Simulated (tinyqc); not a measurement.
Photoconductance decay in a wafer: bulk and surface recombination modes, and iron detection by pair splitting: one step, computed by the program tinyqc.

Both faces of the wafer have the same S; injection is low and all coefficients are constant. x runs from -W/2 to W/2.

Question. Effective lifetime. Even modes cos(a x) obey b tan b = S W/(2 D) with b = a W/2, odd modes sin(a x) obey -b cot b = S W/(2 D); each decays at the rate 1/tau_b + D a^2. tau_eff is the decay time of the first mode. The surface time is 1/(D a^2) of that mode; shortcuts for it are W/(2 S), W^2/(pi^2 D) and their sum, whose error is sum/surface time - 1.

Inputs (values chosen for the exercise, modelled on p-type silicon): thickness W = 775 micrometre; diffusivity D = 32.9 cm^2/s; bulk lifetime tau_b without iron = 560 microsecond; surface recombination velocity S = 24000 cm/s.

Give: tau_eff; surface time; W/(2 S); W^2/(pi^2 D); error of the sum; tau_eff/tau_b.

Answer.

tau_eff = 19.150 microsecond

surface time = 19.828 microsecond

W/(2 S) = 1.6146 microsecond

W^2/(pi^2 D) = 18.497 microsecond

error of the sum = 1.4323 %

tau_eff/tau_b = 0.034196

The surfaces are fast, and diffusion to them sets the surface time. tau_eff is only 0.034 of tau_b, so it understates the bulk lifetime.
